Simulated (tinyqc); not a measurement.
Chemical vapour deposition: Grove model, boundary layer, depletion and step coverage: one step, computed by the program tinyqc. Command: `OMP_NUM_THREADS=1 python tinyqc.py 3030353 3030354 out.jsonl cvd walk`. One thread of a shared host (Intel(R) Xeon(R) Processor @ 2.30GHz), about 0.01 s of CPU time with the checks.

A precursor diffuses to the surface and reacts there at first order; each molecule that reacts adds one formula unit of film.

Task: Gas-phase and surface constants. k_s = k0 exp(-E/(k_B T)); C_g = Y p/(k_B T), 1 torr = 133.322 Pa; D = D0 (T/273.15)^1.75 (760/p). Temperatures in kelvin are T(C) + 273.15. Mean speed c = sqrt(8 k_B T/(pi M)); reactive sticking probability beta = 4 k_s/c.

Inputs (values chosen for the exercise, close to those used for silicon dioxide from an alkoxysilane): prefactor k0 of k_s = 1.3e+10 cm/s; activation energy E = 1.86 eV; temperature T = 760 C; total pressure p = 760 torr; mole fraction of the precursor Y = 0.015; gas diffusivity D0 at 273.15 K and 760 torr = 0.28 cm^2/s; precursor mass M = 208 u.

Reactor: horizontal, atmospheric.

Constants: k_B = 1.380649e-23 J/K; u = 1.6605390666e-27 kg; k_B = 8.617333262e-05 eV/K.

Give: surface rate constant k_s; precursor density C_g; gas diffusivity D; mean speed c; sticking probability beta.

Result:

surface rate constant k_s = 10.98 cm/s

precursor density C_g = 1.066e+17 1/cm^3

gas diffusivity D = 2.872 cm^2/s

mean speed c = 32429 cm/s

sticking probability beta = 0.001355
